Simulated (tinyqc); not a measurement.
# Changing the particle radius R

Model: a particle near a wafer in liquid: double-layer and van der Waals forces (DLVO), deposition barrier and removal. Computed by tinyqc, a small Python program. Command: `OMP_NUM_THREADS=1 python tinyqc.py 3111471 3111472 out.jsonl dlvo sweep`. One thread of a shared host (Intel(R) Xeon(R) Processor @ 2.30GHz), about 0.01 s of CPU time with the checks.

Sphere and flat wall, Derjaguin approximation, constant potentials in the linear-superposition form, no retardation and no hydration force.

Inputs (values chosen for the exercise, of the order of those for alumina on silica in water):

| quantity | value | unit |
|---|---|---|
| Hamaker constant A | 8.8e-21 | J |
| potential of the particle psi_1 | 50 | mV |
| potential of the wafer psi_2 | -69 | mV |
| salt concentration c | 0.0096 | mol/L |
| valence z of the symmetric salt | 1 | - |
| temperature T | 343 | K |
| dielectric constant of the liquid | 63.7 | - |
| contact distance h0 | 0.4 | nm |
| contact radius over R | 0.12 | - |
| viscosity | 0.73 | mPa s |

Constants: e = 1.602176634e-19 C; N_A = 6.02214076e+23 1/mol; eps_0 = 8.8541878128e-12 F/m; k_B = 1.380649e-23 J/K; k_B = 8.617333262e-05 eV/K.

Method. kappa^2 = 2 z^2 e^2 N_A (1000 c)/(eps eps_0 k_B T); gamma_i = tanh(z e psi_i/(4 k_B T)); Z = 64 pi eps eps_0 (k_B T/(z e))^2 gamma_1 gamma_2. Adhesion F_a = A R/(6 h0^2) [1 + a^2/(R h0)] - kappa Z R exp(-kappa h0), a the contact radius. Drag in a shear flow F_d = 1.7 x 6 pi mu R^2 G, acting at 1.4 R; rolling starts when 1.4 R F_d = a F_a. Wall shear stress = mu G.

One run for each value:

| particle radius R (nm) | wall shear stress for rolling (Pa) | net adhesion F_a (pN) | kappa R |
|---|---|---|---|
| 5 | 9030.4 | 8.4401e+01 | 1.6668e+00 |
| 11 | 4586.2 | 2.0746e+02 | 3.6669e+00 |
| 22 | 2734.5 | 4.9478e+02 | 7.3338e+00 |
| 100 | 1290.1 | 4.8230e+03 | 3.3335e+01 |
| 210 | 1076.7 | 1.7751e+04 | 7.0004e+01 |
| 450 | 973.2 | 7.3679e+04 | 1.5001e+02 |
| 950 | 925.6 | 3.1229e+05 | 3.1668e+02 |
| 2000 | 903.1 | 1.3505e+06 | 6.6670e+02 |

Give the missing row, particle radius R (nm) = 47.

Computed row:
```
particle radius R (nm)  wall shear stress for rolling (Pa)  net adhesion F_a (pN)     kappa R
47                                                  1749.5             1.4448e+03  1.5668e+01
```

Interpolating between the two neighbouring rows (the first column on a logarithmic scale, the others too where they are positive) misses by up to 7.2 %. Over the rows, wall shear stress for rolling (Pa) falls from 9030 to 903 (exponent d ln y / d ln x -0.86 between the first rows and -0.033 between the last); net adhesion F_a (pN) rises from 84.4 to 1.35e6 (exponent d ln y / d ln x 1.1 between the first rows and 2.0 between the last); kappa R rises from 1.67 to 667 (exponent d ln y / d ln x about 1.0 throughout). At the high end the exponent of wall shear stress for rolling is -0.03, close to 0: the flattened contact adds adhesion as R^2. The smallest particle needs 10.00 times the shear stress of the largest.

Caution (rows 5.00): kappa R is not large, so the Derjaguin approximation is only rough at gaps of the order of the Debye length.

Extremes, crossings and ranges named in words are read from the listed rows.
